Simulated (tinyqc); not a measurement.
Depth and level of a trap from the time ratio.

Inverse problem. For an oxide trap tc/te = exp(E/Vt) with E = E0 - dpsi - (xt/tox)(Vg - VT - dpsi), dpsi being the rise of the surface potential above its value at threshold. Find xt and E0, and the depth that would be read if dpsi were ignored.

Inputs (values chosen for the exercise):

| symbol | value | unit | meaning |
|---|---|---|---|
| T | 350 | K | temperature |
| tox | 1.1 | nm | insulator thickness |

Constants: q = 1.602176634e-19 C, kB = 1.380649e-23 J/K, Vt = kB T/q. Results are converted to the units shown.

Vg - VT (V): [0.54, 0.69]
tc/te: [1.7690917, 0.31536174]
dpsi (V): [0.095360255, 0.10353567]

Answer. E + dpsi is a straight line in the oxide voltage Vg - VT - dpsi with slope -xt/tox and intercept E0. Ignoring dpsi assigns the motion of the bands to the trap and overstates its depth.

xt = 0.3400 nm
E0 = 0.2500 eV
depth read without dpsi = 0.3814 nm

Program tinyqc, `OMP_NUM_THREADS=1 python tinyqc.py 2710154 2710155 out.jsonl`; Intel Xeon 2.30GHz, shared host, one thread, about 0.01 s.
